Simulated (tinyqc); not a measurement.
# Fully depleted semiconductor-on-insulator film with two gates, non-linear Poisson equation by Newton steps: charge against front-gate voltage

One dimension across the film, front interface at x = 0, back interface at x = ts. psi is counted from the intrinsic level, n = ni exp(psi/Vt) (source grounded), holes neglected, acceptors ionised. Gates act through Cox = eps0 eox/tox and Cbox = 3.9 eps0/tb with potentials G1 = Vg - (phiM - chi - Vt ln(Nc/ni)) and G2 = Vb - (phiB - chi - Vt ln(Nc/ni)). Classical Boltzmann densities, no interface charge, no depletion in the back plane.

ni = sqrt(Nc Nv) exp(-Eg/(2 Vt)), Eg in volts. The Poisson equation eps0 eps_r d2psi/dx2 = q (n + Na), with -eps0 eps_r dpsi/dx = Cox (G1 - psi) at x = 0 and eps0 eps_r dpsi/dx = Cbox (G2 - psi) at x = ts, is solved on 300 equal intervals with half boxes at both ends; N_inv is the trapezoid sum of n. Swing = ln 10/(d ln N_inv/dVg); the last column is (dN_inv/dVb)/(dN_inv/dVg).

Values chosen for this exercise; band and dielectric values close to those of silicon:

| symbol | value | unit | meaning |
|---|---|---|---|
| T | 350 | K | temperature |
| Eg | 1.12 | eV | band gap |
| eps_r | 11.6 |  | relative permittivity |
| Nc | 3.58e19 | cm^-3 | conduction-band density of states at T |
| Nv | 3.36e19 | cm^-3 | valence-band density of states at T |
| chi | 4.04 | eV | electron affinity |
| eox | 7.72 |  | relative permittivity of the gate insulator (close to silicon nitride) |
| tox | 2.4 | nm | insulator thickness |
| ts | 12 | nm | film thickness |
| tb | 52 | nm | buried-oxide thickness (eps_r 3.9) |
| Na | 1.6e16 | cm^-3 | acceptor density of the film |
| phiM | 4.47 | eV | work function of the front gate |
| phiB | 4.09 | eV | work function of the back plane |
| Vb | 0 | V | back-gate voltage |

Constants: q = 1.602176634e-19 C, kB = 1.380649e-23 J/K, Vt = kB T/q, eps0 = 8.8541878128e-14 F/cm where lengths are in cm. Results are converted to the units shown.

Charge against front-gate voltage:
```
Vg (V)	psi front (V)	psi back (V)	N_inv (cm^-2)	centroid/ts	swing (mV/decade)	q dN_inv/dVg over Cox	back/front leverage
-0.15	-0.00884	0.0269	5.09e5	0.597	74.1	8.89e-7	0.0675
0	0.138	0.163	5.40e7	0.569	74.0	9.45e-5	0.0653
0.15	0.285	0.299	5.65e9	0.539	75.4	0.00971	0.0628
0.3	0.418	0.403	2.57e11	0.457	134	0.248	0.0525
0.45	0.504	0.431	1.39e12	0.297	312	0.578	0.0359
0.6	0.552	0.437	3.19e12	0.199	551	0.751	0.0294
0.75	0.583	0.439	5.32e12	0.148	827	0.833	0.0269
0.9	0.604	0.440	7.60e12	0.118	1.12e3	0.877	0.0256
1.05	0.620	0.441	9.98e12	0.0983	1.43e3	0.903	0.0249
```

N_inv passes 1e11 cm^-2 at Vg = 0.253 V. The swing starts at 74.1 mV a decade, against (1 + k) Vt ln 10 = 71.0 for a front channel with k = Cs Cbox/(Cox (Cs + Cbox)) = 0.0216, Cs = eps0 eps_r/ts; above threshold this column is no longer a subthreshold swing. The centroid falls from 0.597 to 0.0983 of ts and the leverage of the back gate falls from 0.0675 to 0.0249. For Vg = 0.6, 0.75, 0.9, 1.05 the density at an interface exceeds 0.3 Nc, where Boltzmann statistics fail. For Vg = 0.6, 0.75, 0.9, 1.05 the classical centroid lies within 3 nm of an interface, where confinement, left out, would push it away.

Program tinyqc, `OMP_NUM_THREADS=1 python tinyqc.py 2190093 2190094 out.jsonl`; Intel Xeon 2.30GHz, shared host, one thread, about 0.3 s.
